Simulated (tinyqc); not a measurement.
# Worked calculation: thin-body transistor below threshold, two-dimensional Poisson equation on a small mesh

Numbers from tinyqc (`OMP_NUM_THREADS=1 python tinyqc.py 2480127 2480128 out.jsonl`; about 0.1 s on one thread of a shared Intel Xeon 2.30GHz). Printed values are rounded.

A thin body on a thick buried insulator of low permittivity, taken as carrying no normal field at the bottom of the body (row 0). Mobile charge is neglected (subthreshold), the body is fully depleted, and potentials are counted from the intrinsic level; rows run upward to the gate, columns from source to drain.

Values chosen for this exercise; semiconductor permittivity close to that of silicon:
```
symbol  value   unit                                     meaning
T         300      K                                 temperature
eps_r    11.6         relative permittivity of the semiconductor
eox       3.9             relative permittivity of the insulator
tb          6     nm                              body thickness
tox       1.2     nm                         insulator thickness
L          41     nm                              channel length
Na          0  cm^-3       acceptor density of the depleted body
Vbi      0.48      V                     potential of the source
Vfb      0.01      V                                 gate offset
Vg          0      V                                gate voltage
Vd        0.3      V                               drain voltage
```

Constants: q = 1.602176634e-19 C, kB = 1.380649e-23 J/K, Vt = kB T/q, eps0 = 8.8541878128e-14 F/cm where lengths are in cm. Results are converted to the units shown.

## Coefficients of the five-point equations

Mesh: rows i = 0..3 in the semiconductor (step hs = tb/3, row 3 on the interface), then 1 step(s) ho = tox/1 up to the gate row 4; columns j = 0..6 (step hy = L/6). Box integration, divided by eps0: up_i = eps hy/h of the interval above row i, dn_i = that of the interval below (0 for row 0), lat_i = (sum of eps h/2 over the intervals above and below)/hy, s_i = -q Na w_i hy/eps0 with w_i the semiconductor height of the box (hs/2 for row 0 and the interface row, hs between, 0 in the insulator). Each free node obeys (up + dn + 2 lat) psi = up psi(above) + dn psi(below) + lat [psi(left) + psi(right)] + s.

```
row        up        dn       lat  s (V)
0    39.63333         0  1.697561      0
1    39.63333  39.63333  3.395122      0
2    39.63333  39.63333  3.395122      0
3    22.20833  39.63333      2.04      0
```

## Iteration 1: over-relaxation sweep (omega = 1.2)

psi at the start (fixed values on the edges, free nodes at zero) (V):
```
              j=0         j=1         j=2         j=3         j=4         j=5         j=6
row 0   0.4800000   0.0000000   0.0000000   0.0000000   0.0000000   0.0000000   0.7800000
row 1   0.4800000   0.0000000   0.0000000   0.0000000   0.0000000   0.0000000   0.7800000
row 2   0.4800000   0.0000000   0.0000000   0.0000000   0.0000000   0.0000000   0.7800000
row 3   0.4800000   0.0000000   0.0000000   0.0000000   0.0000000   0.0000000   0.7800000
row 4  -0.0100000  -0.0100000  -0.0100000  -0.0100000  -0.0100000  -0.0100000  -0.0100000
```

Free nodes: rows 0..3, columns 1..5, taken row by row from row 0, left to right. t = (up psi(above) + dn psi(below) + lat [psi(left) + psi(right)] + s)/(up + dn + 2 lat), with the newest neighbours; psi(new) = psi + 1.2 (t - psi).

psi after iteration 1 (V):
```
              j=0         j=1         j=2         j=3         j=4         j=5         j=6
row 0   0.4800000   0.0227244   0.0010758   0.0000509   0.0000024   0.0369272   0.7800000
row 1   0.4800000   0.0352832   0.0022650   0.0001354   0.0000077   0.0573356   0.7800000
row 2   0.4800000   0.0422239   0.0032507   0.0002287   0.0000151   0.0686148   0.7800000
row 3   0.4800000   0.0442451  -0.0000544  -0.0038797  -0.0041759   0.0742705   0.7800000
row 4  -0.0100000  -0.0100000  -0.0100000  -0.0100000  -0.0100000  -0.0100000  -0.0100000
```

## Iteration 2: over-relaxation sweep (omega = 1.2)

As before.

psi after iteration 2 (V):
```
              j=0         j=1         j=2         j=3         j=4         j=5         j=6
row 0   0.4800000   0.0572295   0.0050001   0.0003763   0.0017741   0.0929996   0.7800000
row 1   0.4800000   0.0707386   0.0074623   0.0006609   0.0037330   0.1149541   0.7800000
row 2   0.4800000   0.0779801   0.0071465  -0.0014856   0.0029303   0.1279193   0.7800000
row 3   0.4800000   0.0611908   0.0032524  -0.0043728   0.0015022   0.1024133   0.7800000
row 4  -0.0100000  -0.0100000  -0.0100000  -0.0100000  -0.0100000  -0.0100000  -0.0100000
```

## Course of the iteration: over-relaxation sweep (omega = 1.2)

Stop when the largest change of psi is below 1e-7 V, or after 400 iterations. Fixed values: gate row Vg - Vfb; column 0 at Vbi and the last column at Vbi + Vd in the semiconductor, each running linearly to Vg - Vfb across the insulator.

Course of the iteration:
```
iteration  psi at row 0, j = 3 (V)  largest |change| of one entry (V)
1                      5.093237e-5                             0.0743
2                      3.762798e-4                             0.0593
3                      0.001284309                             0.0528
4                      0.001646531                             0.0460
5                      0.003525820                             0.0285
6                      0.006822088                             0.0192
7                       0.01084980                             0.0134
8                       0.01510676                            9.44e-3
9                       0.01926679                            7.21e-3
...                            ...                                ...
57                      0.04485577                            4.16e-7
58                      0.04485611                            3.40e-7
59                      0.04485639                            2.78e-7
60                      0.04485661                            2.27e-7
61                      0.04485680                            1.85e-7
62                      0.04485695                            1.52e-7
63                      0.04485707                            1.24e-7
64                      0.04485717                            1.01e-7
65                      0.04485726                            8.27e-8
```

Converged in 65 iterations. At the end each change is about 0.82 times the one before: linear convergence.

## Barrier, swing and barrier lowering

converged psi (V):
```
              j=0         j=1         j=2         j=3         j=4         j=5         j=6
row 0   0.4800000   0.1783167   0.0641544   0.0448576   0.0985187   0.2903129   0.7800000
row 1   0.4800000   0.1702849   0.0600912   0.0417327   0.0926022   0.2775537   0.7800000
row 2   0.4800000   0.1451614   0.0481610   0.0326775   0.0751999   0.2375968   0.7800000
row 3   0.4800000   0.0996639   0.0292478   0.0186533   0.0475287   0.1650872   0.7800000
row 4  -0.0100000  -0.0100000  -0.0100000  -0.0100000  -0.0100000  -0.0100000  -0.0100000
```

d psi/dVg on row 0: j=0 0.0000000, j=1 0.6182581, j=2 0.8572866, j=3 0.9142850, j=4 0.8572866, j=5 0.6182581, j=6 0.0000000
d psi/dVd on row 0: j=0 0.000000, j=1 0.004211, j=2 0.014083, j=3 0.042858, j=4 0.128631, j=5 0.377531, j=6 1.000000

The barrier is read along row 0, the path farthest from the gate. Take the node j of lowest psi: barrier Vbi - psi_j; swing Vt ln 10/(d psi_j/dVg); DIBL = (d psi_j/dVd)/(d psi_j/dVg). The derivatives solve the same equations with s = 0 and a unit change of that voltage.

j = 3
barrier = 0.4351424 V
swing = 65.10709 mV/decade
DIBL = 46.87545 mV/V

A mesh of 12, 8 and 80 steps (semiconductor, insulator, channel) gives a barrier of 0.445 V, a swing of 64.3 mV a decade and a DIBL of 30.5 mV/V; the small mesh puts the barrier 2.3 % below that.
